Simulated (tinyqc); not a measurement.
What moves the results: interband optics of a two-band s-p chain from momentum matrix elements. A value that a table varies takes the place of the one given here.

H(k) = [[Es - 2 ts cos ka, 2i V sin ka], [-2i V sin ka, Ep_ + 2 tp cos ka]] in the basis s, p; the lower band is full, with two electrons a cell. The velocity operator times hbar is W = dH/dk (eV angstrom); intra-atomic dipoles are left out.

With w(k) = |<c|W|v>|^2 and D(k) = Ec - Ev, on the mesh k_j = (j + 1/2)/N (2 pi/a): eps(E) = 1 + (8 pi e2/(a Ar)) mean_j (w/D^2) [1/(D - E - i eta) + 1/(D + E + i eta)], e2 = e^2/(4 pi eps0); light polarised along the chains, no local fields.

Constants: e^2/(4 pi eps0) = 14.39964547 eV angstrom; hbar^2/2m0 = 3.80998211 eV angstrom^2.

Values chosen for the exercise:

| symbol | value | unit | meaning |
|---|---|---|---|
| a | 3.6 | angstrom | period |
| Es | 2.31 | eV | upper orbital (s) |
| Ep_ | -1.98 | eV | lower orbital (p) |
| ts | 0.25 | eV | s-s hopping |
| tp | 0.36 | eV | p-p hopping |
| V | 1.35 | eV | s-p hopping |
| Ar | 7.7 | angstrom^2 | cross-section per chain |
| eta | 0.2 | eV | Lorentzian half width |
| E | 3.91 | eV | photon energy |

## Joint density of states against eps2

Mesh of 2000 points. J(E) = mean of (eta/pi)/((E - D)^2 + eta^2). The fourth column is J times the constant (8 pi^2 e2/(a Ar)) mean(w/D^2). R = |(sqrt(eps) - 1)/(sqrt(eps) + 1)|^2.

Spectrum:

| E (eV) | J (1/eV) | eps2 | eps2 with constant element | eps1 | R |
|---|---|---|---|---|---|
| 2.47 | 0.018 | 4.256 | 1.297 | 23.063 | 0.434 |
| 2.93 | 0.071 | 22.538 | 5.169 | 34.379 | 0.548 |
| 3.40 | 0.124 | 30.971 | 8.956 | -4.003 | 0.627 |
| 3.86 | 0.103 | 14.563 | 7.429 | -6.610 | 0.594 |
| 4.32 | 0.099 | 8.034 | 7.184 | -3.230 | 0.491 |
| 4.79 | 0.109 | 5.637 | 7.895 | 1.478 | 0.282 |
| 5.25 | 0.162 | 9.144 | 11.762 | 8.989 | 0.353 |
| 5.71 | 0.322 | 22.375 | 23.293 | -4.265 | 0.592 |
| 6.18 | 0.312 | 11.830 | 22.587 | -9.891 | 0.663 |
| 6.64 | 0.385 | 7.173 | 27.888 | -9.399 | 0.707 |
| 7.10 | 0.230 | 3.064 | 16.649 | -9.227 | 0.830 |
| 7.57 | 0.048 | 1.007 | 3.487 | -6.203 | 0.895 |

What can be read from the table?

Transitions span 3.070 to 6.968 eV. Among the energies listed J peaks at 6.64 eV and eps2 at 3.40 eV. The ratio of eps2 to the constant-element value is 3.46 at 3.40 eV and 0.26 at 6.64 eV: w/D^2 is 10.024 angstrom^2 at the zone centre and 3.112 at the edge.

## Mesh against broadening

eps2 at E for three widths, and eps(0) at eta = 0; the last row is the mesh of 2000 points.

Convergence:

| N | eta = 0.03 eV | eta = 0.1 eV | eta = 0.3 eV | eps(0) |
|---|---|---|---|---|
| 4 | 0.088 | 0.290 | 0.837 | 4.1977 |
| 8 | 18.736 | 41.771 | 32.377 | 9.8949 |
| 16 | 1.168 | 3.807 | 9.560 | 12.3233 |
| 32 | 2.647 | 7.726 | 13.187 | 12.4249 |
| 64 | 23.513 | 15.551 | 14.008 | 12.4249 |
| 128 | 7.929 | 12.552 | 13.959 | 12.4249 |
| 2000 | 11.958 | 12.758 | 13.960 | 12.4249 |

What does this show, and why?

The first N from which eps2 stays within 2 % of the last row is above 128 for eta = 0.03, 128 for 0.1 and 64 for 0.3 eV; for eps(0) and 0.1 % it is 32. E lies inside the range of transitions, so as a rule the spacing of D between mesh points must fall below eta (less so where the weight w is small at E).

## Static constant against the gap

Es takes the values listed; mesh of 400 points; the Penn-type estimate is 1 + 8 pi c e2 n_eff/(a Ar Dm^2) with Dm the f-weighted mean of D, f = w/(c D), n_eff = 2 mean(f), c = hbar^2/2m0.

Results:

| Es (eV) | smallest D (eV) | Dm (eV) | n_eff | eps(0) | estimate |
|---|---|---|---|---|---|
| 2.01 | 2.770 | 4.451 | 4.198 | 15.028 | 11.541 |
| 2.31 | 3.070 | 4.743 | 4.049 | 12.425 | 9.953 |
| 2.81 | 3.570 | 5.229 | 3.817 | 9.408 | 7.945 |
| 3.31 | 4.070 | 5.713 | 3.602 | 7.401 | 6.490 |
| 4.31 | 5.070 | 6.680 | 3.223 | 4.989 | 4.593 |
| 5.31 | 6.070 | 7.648 | 2.904 | 3.663 | 3.469 |
| 7.31 | 8.070 | 9.594 | 2.405 | 2.359 | 2.300 |

How do the results move?

eps(0) - 1 falls from 14.028 to 1.359, as Dm^-3.04; a fixed n_eff would give the power -2, and n_eff goes from 4.198 to 2.405. The single-gap estimate is low by 24.9 % of eps(0) - 1 in the first row and 4.3 % in the last, since 1/D^2 favours the smallest separations. n_eff need not equal the 2 electrons of the cell: a two-orbital basis with chosen hoppings does not obey the free-electron sum rule.

## What moves the optical response

Mesh of 400 points; n_eff = 2 mean(w/(c D)), c = hbar^2/2m0. Each row changes one parameter from the base and keeps the others.

Results:

| case | smallest D (eV) | largest D (eV) | n_eff | eps(0) |
|---|---|---|---|---|
| base | 3.070 | 6.968 | 4.049 | 12.425 |
| a = 3.78 angstrom | 3.070 | 6.968 | 4.464 | 12.996 |
| Es = 2.61 eV | 3.370 | 7.167 | 3.908 | 10.461 |
| ts = 0.3 eV | 2.970 | 6.981 | 4.064 | 12.936 |
| V = 1.485 eV | 3.070 | 7.382 | 4.649 | 13.903 |
| Ar = 8.47 angstrom^2 | 3.070 | 6.968 | 4.049 | 11.386 |

What does this show?

The largest shifts from the base row, up to three for each result and ties (the steps differ in size, so this ranks the rows, not the parameters). smallest D (eV): Es +0.300, ts -0.100; unchanged at the printed digits by a, V and Ar. largest D (eV): V +0.414, Es +0.199, ts +0.013; unchanged at the printed digits by a and Ar. n_eff: V +0.600, a +0.415, Es -0.142; unchanged at the printed digits by Ar. eps(0): Es -1.964, V +1.479, Ar -1.039.

tinyqc: `OMP_NUM_THREADS=1 python tinyqc.py 1680364 1680365 out.jsonl`; about 0.01 s, one thread, shared Intel(R) Xeon(R) Processor @ 2.30GHz.
